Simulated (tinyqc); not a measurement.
CMOS latch-up, two-transistor model: one step of the calculation.

A parasitic pnp (emitter at Vdd, base shunted by Rw) and npn (emitter at ground, base shunted by Rs) feed each other: the npn collector current flows out of the pnp base node, the pnp collector current into the npn base node. Forward-active transistors with constant gains: Icn = Isn exp(Vn/Vt), Icp = Isp (exp(Vp/Vt) - 1). A current Ii is injected into the npn base node.

Task. The off branch. Node equations: Vp/Rw + Icp/bp = Icn and Vn/Rs + Icn/bn = Icp + Ii. Loop gain G = gn gp/[(1/Rw + gp/bp)(1/Rs + gn/bn)], gn = Icn/Vt, gp = (Icp + Isp)/Vt; the off state ends where G = 1, and Ii there is the trigger current. For each Vn: Icn, then Vp from the first equation, then Ii from the second.

Values chosen for this exercise; values close to those of bulk CMOS: temperature T = 293 K; current gain of the npn bn = 6.6; current gain of the pnp bp = 1.7; saturation current of the npn at T Isn = 8.9e-16 A; saturation current of the pnp at T Isp = 3.6e-16 A; substrate resistance shunting the npn Rs = 380 ohm; well resistance shunting the pnp Rw = 340 ohm; current injected into the substrate Ii = 1.84 mA.

Constants: q = 1.602176634e-19 C, kB = 1.380649e-23 J/K, Vt = kB T/q. Results are converted to the units shown.

Vn, point 0 to 7 (V): 0.516  0.596  0.646  0.676  0.696  0.716  0.731  0.746

Find: Icn; Vp; Icp; Ii; G.

Result.

```
point  Icn (mA)    Vp (V)   Icp (mA)  Ii (mA)          G
0      6.682e-4  2.272e-4  3.254e-15    1.358  4.912e-14
1       0.01588  0.005400  8.586e-14    1.571  1.385e-12
2        0.1151   0.03913  1.335e-12    1.717  3.132e-11
3        0.3776    0.1284  5.777e-11    1.836   2.390e-9
4        0.8337    0.2835   2.704e-8    1.958   1.575e-6
5         1.841    0.6223    0.01818    2.145      1.141
6         3.335    0.7405      1.966   0.4628      9.318
7         6.040    0.7704      6.416   -3.538      10.26
```

Ii peaks at 2.145 mA, at Vn = 0.7158 V where G = 1; beyond it the loop feeds itself.

Numbers from tinyqc (`OMP_NUM_THREADS=1 python tinyqc.py 2670057 2670058 out.jsonl`; about 0.04 s on one thread of a shared Intel Xeon 2.30GHz).
